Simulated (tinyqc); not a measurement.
# Metal gate on a two-layer dielectric stack with fixed charge and a dipole, step by step

tinyqc, about 0.01 s, one thread, Intel Xeon 2.30GHz (shared host): `OMP_NUM_THREADS=1 python tinyqc.py 2010072 2010073 out.jsonl` Printed values are rounded.

Gate, layer 2, layer 1, p-type semiconductor; x runs from the gate inwards. Charges are counted in units of +q. psi is the band bending at the surface, positive towards inversion. Classical charge, Boltzmann statistics, no interface traps.

Values chosen for this exercise; band and dielectric values close to those of In0.53Ga0.47As, layer 1 close to aluminium oxide, layer 2 close to hafnium oxide: temperature T = 300 K; band gap Eg = 0.738 eV; relative permittivity eps_r = 14.2; conduction-band density of states at T Nc = 2.09e17 cm^-3; valence-band density of states at T Nv = 7.63e18 cm^-3; electron affinity chi = 4.54 eV; acceptor density Na = 1.7e18 cm^-3; work function of the gate metal pM = 4.5 eV; thickness of layer 1, next to the semiconductor t1 = 0.9 nm; relative permittivity of layer 1 e1 = 9.28; thickness of layer 2, next to the gate t2 = 4.3 nm; relative permittivity of layer 2 e2 = 21.3; fixed charge at the semiconductor interface Q1 = 5.3e10 cm^-2; fixed charge between the layers Q2 = 3.8e11 cm^-2; uniform charge density in layer 1 r1 = 4.2e18 cm^-3; uniform charge density in layer 2 r2 = 8.7e17 cm^-3; flat-band shift by a dipole layer between the layers Vd = 0 V; band bending psi of the working point ps = -0.057 V.

Constants: q = 1.602176634e-19 C, kB = 1.380649e-23 J/K, Vt = kB T/q, eps0 = 8.8541878128e-14 F/cm where lengths are in cm. Results are converted to the units shown.

Range of the model: The acceptor density exceeds a tenth of Nv, where Boltzmann statistics begin to fail. At the working point ps the carrier density at the surface is 2.0 times the band density of states, where degeneracy and quantisation, left out here, matter.

## Equivalent thickness and work-function difference

EOT = 3.9 (t1/e1 + t2/e2), Cox = eps0/(t1/e1 + t2/e2); phi_ms = pM - (chi + Eg - Vt ln(Nv/Na)).

EOT = 1.16556 nm
Cox = 2.96265 uF/cm^2
share of layer 1 in the EOT = 32.4508 %
phi_ms = -0.739184 V

## Flat-band voltage, term by term

EOT = 3.9 (t1/e1 + t2/e2), Cox = eps0/(t1/e1 + t2/e2); phi_ms = pM - (chi + Eg - Vt ln(Nv/Na)). Vfb = phi_ms + Vd - (q/eps0) [Q1 (t1/e1 + t2/e2) + Q2 t2/e2 + r1 (t1^2/(2 e1) + t1 t2/e2) + r2 t2^2/(2 e2)]: each charge counts with its electrical distance from the gate.

terms (V): phi_ms -0.739184, dipole 0.000000, Q1 -0.002866, Q2 -0.013881, r1 -0.017125, r2 -0.006833
Vfb = -0.779890 V

Apart from phi_ms the largest term is that of r1, -17.1 mV; all charges and the dipole together move Vfb by -40.7 mV.

## Threshold voltage

ni = sqrt(Nc Nv) exp(-Eg/(2 Vt)), Eg in volts, pB = Vt ln(Na/ni), Vth = Vfb + 2 pB + sqrt(4 q eps0 eps_r Na pB)/Cox.

ni = 7.98745e11 cm^-3
pB = 0.376686 V
depletion charge = 0.718320 uC/cm^2
Vth = 0.215940 V

## Charge in the semiconductor

ni = sqrt(Nc Nv) exp(-Eg/(2 Vt)), Eg in volts. Qs = -sign(psi) sqrt(2 q eps0 eps_r Na Vt [exp(-u) + u - 1 + (ni/Na)^2 (exp(u) - u - 1)]), u = psi/Vt.

Qs = 0.322227 uC/cm^2

The surface is accumulated.

## Fields and voltage drops

Gauss: D = -Qs just inside the semiconductor; going towards the gate subtract q Q1, then q r1 t1, q Q2 and q r2 t2. Field = D/(eps0 e); the drop over a layer is its mean field times its thickness; Vg = phi_ms + Vd + psi + both drops.

```
place                        D (uC/cm^2)  field (MV/cm)
layer 2, gate side             -0.512100      -0.271536
layer 2, inner side            -0.452163      -0.239754
layer 1, outer side            -0.391280      -0.476202
layer 1, semiconductor side    -0.330718      -0.402496
semiconductor surface          -0.322227      -0.256286
```

drop over layer 2 = -0.109927 V
drop over layer 1 = -0.0395414 V
Vg = -0.945653 V

The same Vg follows from Vfb + psi - Qs/Cox. The largest field, 0.476 MV/cm in size, is at: layer 1, outer side.
